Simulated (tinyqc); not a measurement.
Physical sputtering: collision-cascade yield, angular dependence, faceting and resputtering in deposition: one step, computed by the program tinyqc. Command: `OMP_NUM_THREADS=1 python tinyqc.py 3028256 3028257 out.jsonl sputter walk`. One thread of a shared host (Intel(R) Xeon(R) Processor @ 2.30GHz), about 0.01 s of CPU time with the checks.

Ions start collision cascades; atoms that reach the surface with more than U leave. The target is amorphous or fine-grained.

Question. Oblique incidence. Angular law: Y/Y0 = t^f exp(-f cos(a_opt)(t - 1)), t = 1/cos(angle), largest at a_opt. A plane tilted by the angle recedes along the beam at a speed proportional to Y(angle), and along its own normal as Y cos(angle).

Inputs (values chosen for the exercise, modelled on neon ions on tantalum): angular exponent f = 2.3; angle of the largest yield = 69 degrees; angle of incidence = 45 degrees.

yield Y0 = 0.9948343 atoms per ion

Give: Y/Y0 at the angle; yield at the angle; normal speed relative to a flat surface; largest Y/Y0.

Answer.

Y/Y0 at the angle = 1.5773

yield at the angle = 1.5691 atoms per ion

normal speed relative to a flat surface = 1.1153

largest Y/Y0 = 2.4218
